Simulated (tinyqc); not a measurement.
Inside a calculation. Method: plane-wave Kohn-Sham cycle with exchange-only LDA in a layered model solid. Computed by tinyqc, a small Python program that keeps every step. Settings: points = 16, plane-wave index or count = 3, electrons = 4, k points = 4, area = 37.0, mixing = 0.8, iteration cap = 53. Command: `OMP_NUM_THREADS=1 python tinyqc.py 26705 26706 out.jsonl` (the two numbers bound the seeds that draw the settings). One thread of a shared host (Intel(R) Xeon(R) Processor @ 2.60GHz), about 0.01 s of CPU time with the checks.

A solid whose potential varies along x alone (atomic units):

| parameter | value |
|---|---|
| period a | 9.000000 |
| cross-section of the cell | 37.000000 |
| electrons per cell | 4 |
| grid points | 16 |
| plane waves -n..n, n | 3 |
| k points | 4 |
| V1 in V1 cos(2 pi x/a) | -0.750000 |

Stop when sqrt(dV sum R^2) is below 1e-8, dV = a A/N.

Course of the cycle:

| iteration | E (hartree) | norm of the residual |
|---|---|---|
| 1 | -1.461681 | 1.87e-01 |
| 2 | -1.188757 | 2.14e-02 |
| 3 | -1.188970 | 5.01e-03 |
| 4 | -1.189050 | 1.12e-03 |
| 5 | -1.189055 | 2.54e-04 |
| 6 | -1.189055 | 5.78e-05 |
| 7 | -1.189055 | 1.32e-05 |
| 8 | -1.189055 | 3.03e-06 |
| 9 | -1.189055 | 6.95e-07 |
| 10 | -1.189055 | 1.59e-07 |
| 11 | -1.189055 | 3.66e-08 |
| 12 | -1.189055 | 8.40e-09 |

Can the last value be used, and what does the course show?

Yes. Converged in 12 iterations. Before convergence this energy mixes input and output and is not variational, so it may rise towards its limit.
